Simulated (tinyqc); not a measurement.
Via and link resistance from two via chains.

Problem. A chain of 2000 vias joined by 2000 metal links has R = 2000 (Rv + Rlink), with Rlink proportional to the link length. Find Rv, Rlink for length L, and the value of Rv that the short chain would give if the links were ignored.

resistance of chains of 2000 links with link lengths L and 3 L (ohm): [98000, 1.42e5]

Solution. R per link is a straight line in the link length; its intercept at zero length is Rv.

Rv = 38.00 ohm
Rlink = 11.00 ohm
Rv without correction = 49.00 ohm

Numbers from tinyqc (`OMP_NUM_THREADS=1 python tinyqc.py 2750173 2750174 out.jsonl`; about 0.01 s on one thread of a shared Intel Xeon 2.30GHz).
